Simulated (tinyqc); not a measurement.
Heavy doping: band filling, gap narrowing, band tails and the effective intrinsic density: one step, computed by the program tinyqc. Command: `OMP_NUM_THREADS=1 python tinyqc.py 3000543 3000544 out.jsonl gapnarrow walk`. One thread of a shared host (Intel(R) Xeon(R) Processor @ 2.30GHz), about 0.03 s of CPU time with the checks.

An n-type crystal above its Mott density, with all dopants ionised: n = N_D - N_A, ionised centres N_I = N_D + N_A. Valleys are taken as spherical with mass m_e.

Problem. Screening, narrowing and potential fluctuations. Screening: q^2 = (e/(eps eps_0)) dn/dE_F. Exchange lowers the conduction band by (1/pi) k_F e^2/(4 pi eps_0 eps) (T = 0 Hartree-Fock at k_F, taken as a rigid shift). Screening raises the valence band by (q/2) e^2/(4 pi eps_0 eps) (static Coulomb hole). The narrowing is the sum; electron correlation and carrier-ion shifts are left out. Root-mean-square potential of randomly placed ions: V_rms = (e^2/(4 pi eps_0 eps)) sqrt(2 pi N_I/q).

Inputs (values chosen for the exercise, for a model semiconductor): valleys M_c = 1; dielectric constant eps = 8.43; donor density N_D = 7e+19 cm^-3; compensation ratio N_A/N_D = 0.1; temperature T = 150 K.

Conduction band: non-parabolic (Kane).

n = 6.30e+19 cm^-3

dn/dE_F = 3.132053e+20 cm^-3/eV

Constants: e = 1.602176634e-19 C; eps_0 = 8.8541878128e-12 F/m; e^2/(4 pi eps_0) = 14.39964548 eV angstrom; k_B = 8.617333262e-05 eV/K.

Give: screening length 1/q; exchange term; Coulomb-hole term; gap narrowing; V_rms.

Solution.

screening length 1/q = 12.20 angstrom

exchange term = 66.93 meV

Coulomb-hole term = 70.03 meV

gap narrowing = 137.0 meV

V_rms = 131.2 meV

Caution: the screening length is well below a*, where static Thomas-Fermi screening overstates the Coulomb hole.
